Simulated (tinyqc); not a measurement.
UKS/PBE0 in the sto-3g basis, for H3, spin multiplicity 2, step by step. This run ends on a higher stationary point, not on the lowest solution. One step of it, computed by the program tinyqc.

Question. Iteration 2: building the Kohn-Sham matrix. J_ij = sum D_kl (ij|kl) with D = D(alpha) + D(beta), K_ij = sum D_kl (ik|jl) for each spin; F = H + J - 0.25 K(s) + V_xc; E = tr D H + tr D J / 2 - 0.125 sum_s tr D(s) K(s) + E_xc + E_nn.

D(alpha) after iteration 1, lower triangle:
```
           1H 1s      2H 1s     3H 1s
1H 1s   0.621990
2H 1s   0.621990   0.621990
3H 1s  -0.809472  -0.809472  2.053465
```

D(beta) after iteration 1, lower triangle:
```
           1H 1s      2H 1s     3H 1s
1H 1s   0.403915
2H 1s   0.403915   0.403915
3H 1s  -0.149344  -0.149344  0.055219
```

core Hamiltonian H = T + V (hartree), lower triangle:
```
           1H 1s      2H 1s      3H 1s
1H 1s  -1.757317
2H 1s  -1.385437  -1.757317
3H 1s  -1.385418  -1.385418  -1.757307
```

Two-electron integrals (ij|kl) in chemists' order, unique and non-zero (hartree):
```
(11|11) 0.774606   (21|11) 0.436638   (21|21) 0.288400   (22|11) 0.564741
(22|21) 0.436638   (22|22) 0.774606   (31|11) 0.436630   (31|21) 0.269047
(31|22) 0.377209   (31|31) 0.288391   (32|11) 0.377209   (32|21) 0.269047
(32|22) 0.436630   (32|31) 0.269043   (32|32) 0.288391   (33|11) 0.564735
(33|21) 0.377212   (33|22) 0.564735   (33|31) 0.436630   (33|32) 0.436630
(33|33) 0.774606
```

nuclear repulsion = 2.10545246 hartree

V_xc(alpha) (hartree), lower triangle:
```
           1H 1s      2H 1s      3H 1s
1H 1s  -0.377899
2H 1s  -0.245476  -0.377899
3H 1s  -0.248609  -0.248609  -0.418265
```

V_xc(beta) (hartree), lower triangle:
```
           1H 1s      2H 1s      3H 1s
1H 1s  -0.357867
2H 1s  -0.228255  -0.357867
3H 1s  -0.192034  -0.192034  -0.209277
```

E_xc = sum of w rho eps_xc = -0.93193680 hartree

Give: Coulomb J; exchange K(alpha); exchange K(beta); F(alpha); F(beta); total energy of this density.

Answer.

Coulomb J (hartree), lower triangle:
```
       1H 1s  2H 1s  3H 1s
1H 1s  1.900
2H 1s  1.251  1.900
3H 1s  1.239  1.239  1.892
```

exchange K(alpha) (hartree), lower triangle:
```
       1H 1s  2H 1s  3H 1s
1H 1s  0.654
2H 1s  0.580  0.654
3H 1s  0.524  0.524  0.870
```

exchange K(beta) (hartree), lower triangle:
```
       1H 1s  2H 1s  3H 1s
1H 1s  0.587
2H 1s  0.519  0.587
3H 1s  0.346  0.346  0.232
```

F(alpha) (hartree), lower triangle:
```
        1H 1s   2H 1s   3H 1s
1H 1s  -0.399
2H 1s  -0.525  -0.399
3H 1s  -0.526  -0.526  -0.502
```

F(beta) (hartree), lower triangle:
```
        1H 1s   2H 1s   3H 1s
1H 1s  -0.362
2H 1s  -0.492  -0.362
3H 1s  -0.425  -0.425  -0.133
```

total energy of this density = -1.10588 hartree
